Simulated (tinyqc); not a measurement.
## Short-channel transistor, virtual-source model with series resistance: output curve

The current per gate width is the charge at the top of the source barrier (the virtual source) times its velocity times a saturation function; al and be are fitting constants of the model. Units: I in uA/um, Rs in ohm um, so I Rs = 1e-6 I Rs in volts; Q in uC/cm^2, so I = 1e-4 Q vx0 Fsat with vx0 in cm/s.

Intrinsic voltages Vg' = Vgs - I Rs, Vd' = Vds - 2 I Rs. n = n0 + nd Vd', VT = VT0 - dl Vd', Ff = 1/(1 + exp((Vg' - VT + al Vt/2)/(al Vt))), Q = Cinv n Vt ln(1 + exp((Vg' - VT + al Vt Ff)/(n Vt))), Vdsat = (vx0 L/mu)(1 - Ff) + Vt Ff, Fsat = u/(1 + u^be)^(1/be) with u = Vd'/Vdsat, and I = Q vx0 Fsat per width. I is solved self-consistently. gds = dI/dVds, gm = dI/dVgs.

Inputs (values chosen for the exercise): temperature T = 300 K; inversion capacitance Cinv = 1.64 uF/cm^2; velocity at the virtual source vx0 = 1.85e7 cm/s; apparent mobility mu = 580 cm^2/(V s); channel length L = 12 nm; threshold at zero drain voltage VT0 = 0.296 V; drain-induced barrier lowering dl = 0.03 V/V; subthreshold factor n0 = 1.44; growth of n with drain voltage nd = 0 1/V; threshold shift (in units of Vt) from weak to strong inversion al = 3.5; sharpness of saturation be = 2; series resistance of each contact Rs = 30 ohm um; gate voltage Vgs = 0.5 V.

Constants: q = 1.602176634e-19 C, kB = 1.380649e-23 J/K, Vt = kB T/q. Results are converted to the units shown.

Results:
```
Vds (V)  I (uA/um)    Fsat  gds (uS/um)  gain gm/gds
0.06         413.4  0.6849         4387       0.3001
0.11         537.6  0.9011         1188        1.832
0.17         576.6  0.9639        347.3        7.076
0.28         598.5  0.9884        128.4        19.93
0.34         605.4  0.9925        104.7        24.61
0.39         610.4  0.9944        95.17        27.17
0.45         615.9  0.9959        88.96        29.15
0.5          620.3  0.9967        85.96        30.23
```

Estimate the missing row, Vds = 0.23 V.

Computed row:
```
Vds (V)  I (uA/um)    Fsat  gds (uS/um)  gain gm/gds
0.23         591.1  0.9820        175.1        14.47
```

With this row back in the table: The current rises from 413 to 620 uA/um as Fsat rises from 0.685 to 0.997; gds falls from 4390 to 86.0 uS/um. The gain ends at 30.2, against 1/dl = 33.3 for a current that depends on Vds through barrier lowering alone.

Program tinyqc, `OMP_NUM_THREADS=1 python tinyqc.py 2380172 2380173 out.jsonl`; Intel Xeon 2.30GHz, shared host, one thread, about 0.02 s.
